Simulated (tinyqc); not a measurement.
Bandgap voltage reference from two bipolar transistors: one step of the calculation.

Two transistors of area 1 and N carry the same current I. Is(T) = Is (T/T0)^eta exp[(Vg0 q/kB)(1/T0 - 1/T)], VBE1 = Vt ln(I/Is(T)) + I rb, VBE2 = Vt ln(I/(N Is(T))) + I rb/N. The amplifier forces I R1(T) = VBE1 - VBE2 + Vos, with R(T) = R (1 + tc (T - T0)) for both resistors, and the output is Vref = VBE1 + I R2(T). Base currents and the Early effect are neglected.

Question. Operating point at the reference temperature. Vt = kB T/q; I = (Vt ln N + Vos)/(R1(T) - rb (1 - 1/N)). Evaluate at T = T0.

Values chosen for this exercise; values of the order met in silicon bipolar transistors: reference temperature T0 = 300 K; band-gap voltage extrapolated to 0 K Vg0 = 1.142 V; temperature exponent of the saturation current eta = 4.1; saturation current of the unit transistor at T0 Is = 7.7e-16 A; area ratio of the second transistor N = 24; resistor across which the difference of VBE falls, at T0 R1 = 15 kohm; temperature coefficient of both resistors tc = 1200 ppm/K; offset of the amplifier Vos = 0 mV; series resistance of the unit transistor rb = 26 ohm; output resistor at T0 R2 = 114.1 kohm.

Constants: q = 1.602176634e-19 C, kB = 1.380649e-23 J/K. Results are converted to the units shown.

Find: Vt; I; Is(T); VBE1; I R2; Vref.

Answer.

Vt = 0.025852 V
I = 5.4864 uA
Is(T) = 7.7000e-16 A
VBE1 = 0.58664 V
I R2 = 0.62600 V
Vref = 1.2126 V

Computed by the program tinyqc: `OMP_NUM_THREADS=1 python tinyqc.py 2062182 2062183 out.jsonl`, one thread of a shared Intel Xeon 2.30GHz, about 0.02 s for the whole run.
